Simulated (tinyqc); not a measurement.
Convergence with the mesh: density of states of one tight-binding band on the triangular lattice.

E(k) = -2 t (cos 2 pi k1 + cos 2 pi k2 + cos 2 pi (k1 + k2)); k in fractions of the reciprocal vectors, mesh k_i = j/N with j = 0 .. N-1. Densities are per cell and per spin, so the band holds one state.

Each cell of the mesh is cut along (i+1, j)-(i, j+1) into two triangles. For corner energies e1 <= e2 <= e3 and eij = ei - ej, the share of the triangle below E is n = (E - e1)^2/(e21 e31) for e1 < E < e2 and n = 1 - (e3 - E)^2/(e31 e32) for e2 < E < e3; its density of states is g = dn/dE.

Gaussian broadening: g(E) = mean over the mesh of exp(-(E - E_k)^2/(2 sigma^2))/(sigma sqrt(2 pi)), n(E) = mean of erfc((E_k - E)/(sigma sqrt 2))/2.

Parameters, chosen for this exercise:

| symbol | value | unit | meaning |
|---|---|---|---|
| t | 2.21 | eV | nearest hopping |
| E | 2.7 | eV | energy at which the density is wanted |
| sigma | 1.105 | eV | Gaussian width |

At the energy E; the plain count is the share of mesh points below E; the reference is the linear method with N = 240.

Results:

| N | points | g linear | n linear | g Gaussian | n Gaussian | n plain count |
|---|---|---|---|---|---|---|
| 4 | 16 | 0.0766 | 0.6112 | 0.0605 | 0.4711 | 0.4375 |
| 6 | 36 | 0.0842 | 0.5911 | 0.0479 | 0.5515 | 0.5278 |
| 8 | 64 | 0.0867 | 0.5767 | 0.0637 | 0.5762 | 0.5781 |
| 12 | 144 | 0.0836 | 0.5647 | 0.0857 | 0.5761 | 0.5903 |
| 16 | 256 | 0.0797 | 0.5609 | 0.0860 | 0.5735 | 0.5898 |
| 24 | 576 | 0.0763 | 0.5607 | 0.0852 | 0.5736 | 0.5642 |
| 48 | 2304 | 0.0767 | 0.5596 | 0.0852 | 0.5736 | 0.5655 |

reference n and g: 0.5593  0.0762

What can be read from this table?

The linear n(E) stays within 0.002 of the reference from N = 16 on. The Gaussian g stays within 1 % of its last value from N = 12 on; it tends to the broadened curve, not the true one. At the last mesh it lies +0.009 1/eV from the reference g and the linear g +0.001. The plain count errs by +0.0063 at the last mesh.

tinyqc: `OMP_NUM_THREADS=1 python tinyqc.py 1680166 1680167 out.jsonl`; about 0.09 s, one thread, shared Intel(R) Xeon(R) Processor @ 2.30GHz.
